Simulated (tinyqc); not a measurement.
Thin-film optics by transfer matrices, step by step. Values are carried at full precision from step to step, so a last printed digit may differ when a step is redone from the rounded ones.

Indices N = n + i k. Snell: N0 sin(theta) = N_j sin(theta_j), with Im(N_j cos theta_j) >= 0. Admittance y_j = N_j cos theta_j for s and N_j/cos theta_j for p. Phase delta_j = 2 pi N_j cos theta_j d_j/lambda. Layer matrix [[cos delta, -i sin delta/y], [-i y sin delta, cos delta]], multiplied from the top down to M. (B, C) = M (1, y_sub); r = (y0 B - C)/(y0 B + C), R = |r|^2, T = 4 Re y0 Re y_sub/|y0 B + C|^2, absorbed in the films 1 - R - T.

Values chosen for the exercise (indices near those of SiO2 on Si; shifted at random, so the results belong to these values and not to a real crystal): lam = 193 nm (vacuum wavelength); n0 = 1 (ambient index); n = (1.548, 0.867) (n of SiO2, substrate); k = (0, 2.702) (k in the same order); d = (54.2) nm (thicknesses, top first); theta = 0 degrees (angle of incidence); pol = p (polarisation).

## Angles, admittances and phases

Form cos theta_j, y_j and delta_j.

cos theta_j: ambient 1.0000, film 1 1.0000, substrate 1.0000

y_j: ambient 1.0000, film 1 1.5480, substrate 0.8670+2.7020i

delta_j (rad): film 1 2.7314

## Layer matrices and their product

Form each matrix and multiply from the top down.

M:
```
,1,2
1,-0.9171,-0.2576i
2,-0.6173i,-0.9171
```

Each matrix has determinant 1, and so has M.

## Reflection and transmission

Close the stack on the substrate.

B, C: -0.2211-0.2233i  -0.7951-3.0952i

r = -0.8396-0.0841i
R = 0.7121
T into the substrate = 0.2879
absorbed in the films = 0.0000

The bare substrate would reflect 0.6785.

## Checks

- R against the recursion of Airy sums from the substrate up: both 0.71208.

Program tinyqc; command `OMP_NUM_THREADS=1 python tinyqc.py 1651499 1651500 out.jsonl`; about 0.03 s on one thread of a shared Intel(R) Xeon(R) Processor @ 2.30GHz.
